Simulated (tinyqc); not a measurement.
Inside a calculation. Method: extended Hueckel theory, for BeH2-. The parameters take no account of the charge, which enters only through the electron count, and nothing here shows that the anion is bound. One step of it, computed by the program tinyqc.

Task: Mulliken analysis. P = C n C^T; charge = valence electrons (H 1, Be 2) minus the sum of (P S)_ii on the atom; overlap population = 2 sum P_ij S_ij between two atoms.

coefficients:
```
              MO1        MO2        MO3       MO4        MO5        MO6
1Be 2s   0.393410   0.000000   0.000000  0.000000   1.278805   0.000000
1Be 2px  0.000000   0.000000   0.969342  0.245717   0.000000   0.000000
1Be 2py  0.000000   0.290245   0.000000  0.000000   0.000000   1.663704
1Be 2pz  0.000000   0.000000  -0.245717  0.969342   0.000000   0.000000
2H 1s    0.481255   0.542450   0.000000  0.000000  -0.792561  -1.092189
3H 1s    0.481255  -0.542450   0.000000  0.000000  -0.792561   1.092189
```

occupations: 2.000000  2.000000  0.500000  0.500000  0.000000  0.000000

overlap S:
```
           1Be 2s   1Be 2px    1Be 2py   1Be 2pz     2H 1s      3H 1s
1Be 2s   1.000000  0.000000   0.000000  0.000000  0.479320   0.479320
1Be 2px  0.000000  1.000000   0.000000  0.000000  0.000000   0.000000
1Be 2py  0.000000  0.000000   1.000000  0.000000  0.558000  -0.558000
1Be 2pz  0.000000  0.000000   0.000000  1.000000  0.000000   0.000000
2H 1s    0.479320  0.000000   0.558000  0.000000  1.000000   0.041054
3H 1s    0.479320  0.000000  -0.558000  0.000000  0.041054   1.000000
```

Give: charges; Overlap populations.

Result:

charges: 1Be -0.1924, 2H -0.4038, 3H -0.4038

Overlap populations:

| pair | value |
|---|---|
| 2-1 | 0.714413 |
| 3-1 | 0.714413 |
| 3-2 | -0.010288 |
